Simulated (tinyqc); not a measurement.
Absorption spectrum: gated graphene: carriers, quantum capacitance and optical conductivity.

Conductivity over sigma0 = e^2/(4 hbar): interband Re = sinh(E/2kT)/(cosh(mu/kT) + cosh(E/2kT)); intraband Re = (8 kT/pi) ln(2 cosh(mu/2kT)) Gm/(E^2 + Gm^2). A free sheet absorbs about pi alpha_f Re(sigma/sigma0), alpha_f the fine-structure constant (alpha among the constants).

Constants: kB = 8.617333262e-05 eV/K; fine-structure constant alpha = 0.007297352564.

Values chosen for the exercise (out of a larger set: Fermi velocity near that of graphene, gate dielectric near HfO2; not measured data): T = 300 K; Gm = 10 meV (intraband damping).

mu = 0.05034 eV

Results:

| E (eV) | interband | intraband | absorption (%) |
|---|---|---|---|
| 0.010 | 0.0424 | 3.6438 | 8.451 |
| 0.020 | 0.0852 | 1.4575 | 3.537 |
| 0.035 | 0.1516 | 0.5500 | 1.608 |
| 0.050 | 0.2214 | 0.2803 | 1.150 |
| 0.070 | 0.3203 | 0.1458 | 1.068 |
| 0.086 | 0.4032 | 0.0972 | 1.147 |
| 0.101 | 0.4817 | 0.0707 | 1.267 |
| 0.116 | 0.5586 | 0.0538 | 1.404 |
| 0.131 | 0.6313 | 0.0422 | 1.544 |
| 0.161 | 0.7562 | 0.0280 | 1.798 |
| 0.201 | 0.8715 | 0.0180 | 2.039 |
| 0.302 | 0.9796 | 0.0080 | 2.264 |

What does the comparison show?

The edge lies at 2|mu| = 0.101 eV and, for |mu| above about 3 kT (here 1.9), rises from 10 % to 90 % over about 8.8 kT = 0.227 eV. The absorption is lowest, 1.068 %, at 0.070 eV of those listed, between the Drude tail and the edge; at the last row it is 2.264 % against pi alpha_f = 2.293 %. The thin-sheet formula fails where the absorption is large, and trigonal warping matters above about 1.5 eV.

Program tinyqc; command `OMP_NUM_THREADS=1 python tinyqc.py 1652690 1652691 out.jsonl`; about 0.01 s on one thread of a shared Intel(R) Xeon(R) Processor @ 2.30GHz.
